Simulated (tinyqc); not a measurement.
What each parameter does: six-band hole subbands of a thin body in a field.

Basis X, Y, Z times spin, hole energies counted downwards from the unstrained edge (the hydrostatic shift is left out), c = hbar^2/2m0. For a symmetric tensor T let C(T) have C_XX = L Txx + M (Tyy + Tzz), C_XY = N Txy (cyclic), L = c (g1 + 4 g2), M = c (g1 - 2 g2), N = 6 c g3. k = q + kz n, n the unit normal, q = k1 u + k2 v with u along the channel [1-10] and v = n x u. H = C(k k^T) + (Dso/3)(1 - L.sigma) - B + e F z with (L_k)_ij = -i epsilon_kij; B is the block C built from the traceless strain with 2b, -b and sqrt(3) d in place of L, M, N. Strain: exx = eyy = (s11 + s12) sx/2, ezz = s12 sx, exy = -s44 sx/4. Hard walls at z = 0 and t; basis sin(j pi z/t), j = 1 to Nz: kz^2 = (j pi/t)^2, kz = -i D with D_jl = 4 j l/(t (j^2 - l^2)), z_jj = t/2 and z_jl = -8 t j l/(pi (j^2 - l^2))^2 for j + l odd; 1 MV/cm = 0.01 eV/angstrom.

Nz = 14. E1 is the top subband at q = 0, gap the distance to the next pair, and the masses are c q^2/(E(q) - E1) at |q| = 0.02 1/angstrom (mean of the spin pair) along the channel [1-10] and across it in the plane; a dash marks a band that does not rise.

Constants: hbar^2/2m0 = 3.80998211 eV angstrom^2.

Values chosen for the exercise (near those of a p-type Si channel; the results hold for these values, not for the real material): g1 = 4.3 (Luttinger gamma1); g2 = 0.34 (gamma2); g3 = 1.44 (gamma3); Dso = 0.044 eV (spin-orbit splitting); b = -2.1 eV (tetragonal potential); d = -4.81 eV (trigonal potential); S = (7.83, -2.11, 12.76) 1/TPa (compliances s11, s12, s44); face = 001 (surface); t = 95 angstrom (body thickness); F = 0.2 MV/cm (field across the body); sx = 1 GPa (stress along the channel [1-10], negative in compression).

Six bands.

One parameter was then changed.

Results before and after:

| case | E1 (meV) | gap (meV) | m channel (m0) | m across (m0) |
|---|---|---|---|---|
| base | 76.9 | 21.2 | 1.856 | 0.264 |
| changed | 76.8 | 21.2 | 1.812 | 0.264 |

Which of these changes was made? (a) t = 105 angstrom; (b) sx = 0.5 GPa; (c) g2 = 0.39; (d) g3 = 1.34; (e) Dso = 0.066 eV; (f) F = 0.5 MV/cm; (g) d = -3.85 eV.

Answer: (a) t = 105 angstrom. Of the candidates, run in turn, only this one gives the changed row.

All candidates:

| case | E1 (meV) | gap (meV) | m channel (m0) | m across (m0) |
|---|---|---|---|---|
| base | 76.9 | 21.2 | 1.856 | 0.264 |
| t = 105 angstrom | 76.8 | 21.2 | 1.812 | 0.264 |
| F = 0.5 MV/cm | 154.3 | 26.5 | 2.548 | 0.219 |
| sx = 0.5 GPa | 85.3 | 14.8 | 2.286 | 0.235 |
| g3 = 1.34 | 76.9 | 21.2 | 1.174 | 0.246 |
| g2 = 0.39 | 76.7 | 21.9 | 1.894 | 0.246 |
| Dso = 0.066 eV | 77.2 | 24.6 | 1.710 | 0.258 |
| d = -3.85 eV | 80.4 | 18.0 | 1.868 | 0.324 |

Computed by tinyqc, a small Python program: `OMP_NUM_THREADS=1 python tinyqc.py 1251591 1251592 out.jsonl` (the numbers bound the seed that draws the inputs); one thread of a shared host (Intel(R) Xeon(R) Processor @ 2.30GHz), about 0.3 s for the whole set of steps.
